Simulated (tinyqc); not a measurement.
Worked calculation: Hubbard chain of 3 sites. Computed by tinyqc, a small Python program that keeps every step. Settings: hopping = 0.59, U = 4.9, mixing = 0.5, iteration cap = 61. Command: `OMP_NUM_THREADS=1 python tinyqc.py 20486 20487 out.jsonl` (the two numbers bound the seeds that draw the settings). One thread of a shared host (Intel(R) Xeon(R) Processor @ 2.60GHz), about 0.2 s of CPU time with the checks. Later iterations appear only in the table of the cycle.

## Mean-field iteration 1

one-body matrix (hopping and site energies) (eV), order 1, 2, 3:
$$\begin{pmatrix}
0.000000 & -0.590000 & 0.000000 \\
-0.590000 & 0.000000 & -0.590000 \\
0.000000 & -0.590000 & 0.000000
\end{pmatrix}$$

U = 4.900000 eV

electrons, up and down: [2, 1]

mixing = 0.500000

n(up) at the start (a guess, not normalised): 1 1.000000, 2 0.217000, 3 1.000000

n(down) at the start (a guess): 1 0.000000, 2 0.783000, 3 0.000000

H(up) = T + U n(down), H(down) = T + U n(up); fill the lowest levels; n(new) = n + mixing (n(out) - n); E = tr T (rho up + rho down) + U sum n_up n_down of the output.

levels, up (eV): [-0.173603, 0.000000, 4.010303]

levels, down (eV): [0.889697, 4.900000, 5.073603]

energy = -0.271621 eV

n(up) after iteration 1: 1 0.989627, 2 0.129247, 3 0.989627

n(down) after iteration 1: 1 0.010373, 2 0.870753, 3 0.010373

## Mean-field iteration 2

As before.

levels, up (eV): [-0.108303, 0.050829, 4.425824]

levels, down (eV): [0.474176, 4.849171, 5.008303]

energy = -0.279295 eV

n(up) after iteration 2: 1 0.986039, 2 0.082171, 3 0.986039

n(down) after iteration 2: 1 0.013961, 2 0.917829, 3 0.013961

## Convergence

Each step fills the lowest levels of T + U n(other spin) and sets n(new) = n + mixing (n(out) - n); stop when output and input agree to 1e-8.

Course of the cycle:
```
iteration       E (eV)  largest |n(out) - n(in)|  mean |n_up - n_down|
1          -0.27162093                  1.76e-01              0.944676
2          -0.27929515                  9.42e-02              0.953205
3          -0.28128287                  5.01e-02              0.957185
4          -0.28182694                  2.65e-02              0.959174
5          -0.28198059                  1.40e-02              0.960204
6          -0.28202474                  7.43e-03              0.960749
7          -0.28203755                  3.93e-03              0.961041
8          -0.28204128                  2.08e-03              0.961197
9          -0.28204237                  1.11e-03              0.961282
10         -0.28204269                  5.87e-04              0.961328
11         -0.28204278                  3.12e-04              0.961352
...                ...                       ...                   ...
18         -0.28204282                  3.85e-06              0.961381
19         -0.28204282                  2.06e-06              0.961381
20         -0.28204282                  1.10e-06              0.961381
21         -0.28204282                  5.93e-07              0.961382
22         -0.28204282                  3.18e-07              0.961382
23         -0.28204282                  1.71e-07              0.961382
24         -0.28204282                  9.18e-08              0.961382
25         -0.28204282                  4.93e-08              0.961382
26         -0.28204282                  2.65e-08              0.961382
27         -0.28204282                  1.43e-08              0.961382
28         -0.28204282                  7.69e-09              0.961382
```

local moments n_up - n_down: 1 0.971036, 2 -0.942072, 3 0.971036

Converged in 28 iterations. Before convergence this energy mixes input and output and is not variational, so it may rise towards its limit.

## The many-body Hamiltonian

Basis: all placements (u, d, 2, 0 on each site), up operators ordered before down ones; hops carry the sign of the same-spin electrons passed.

H (eV):
```
           2u0        u20        uud        20u        udu        u02        duu        02u
2u0   4.900000  -0.590000   0.000000  -0.590000   0.000000   0.000000   0.000000   0.000000
u20  -0.590000   4.900000  -0.590000   0.000000  -0.590000   0.000000   0.000000   0.000000
uud   0.000000  -0.590000   0.000000   0.000000   0.000000  -0.590000   0.000000   0.000000
20u  -0.590000   0.000000   0.000000   4.900000  -0.590000   0.000000  -0.590000   0.000000
udu   0.000000  -0.590000   0.000000  -0.590000   0.000000  -0.590000   0.000000  -0.590000
u02   0.000000   0.000000  -0.590000   0.000000  -0.590000   4.900000   0.000000   0.000000
duu   0.000000   0.000000   0.000000  -0.590000   0.000000   0.000000   0.000000  -0.590000
02u   0.000000   0.000000   0.000000   0.000000  -0.590000   0.000000  -0.590000   4.900000
0u2   0.000000   0.000000   0.000000   0.000000   0.000000  -0.590000   0.000000  -0.590000

           0u2
2u0   0.000000
u20   0.000000
uud   0.000000
20u   0.000000
udu   0.000000
u02  -0.590000
duu   0.000000
02u  -0.590000
0u2   4.900000
```

## Exact diagonalisation (9 states)

Lowest levels of the sector, and the double occupancy of the lowest state.

lowest levels (eV): [-0.403787, -0.138185, 0.000000, 4.065614, 4.274876, 4.900000]

double occupancy per site = 0.024690

The mean-field solution above lies 0.1217 eV above the exact energy.

## The lowest level by Lanczos steps

From a random start vector (not printed): a_j = <q_j|H|q_j>, b_j = norm of the remainder after orthogonalising; the Ritz value is the lowest eigenvalue of the tridiagonal matrix of a and b so far.

Lanczos:
```
j  a_j (eV)  b_j (eV)  lowest Ritz value (eV)
1  2.728797  2.384577              2.72879716
2  1.685017  0.934723             -0.23411267
3  5.029402  0.923468             -0.33425998
4  0.573870  1.708438             -0.35470512
5  4.488148  0.065992             -0.40371653
6  4.630916  2.234720             -0.40374035
7  1.238962  0.893677             -0.40377670
8  4.958048  0.034314             -0.40378749
9  4.066840         0             -0.40378749
```
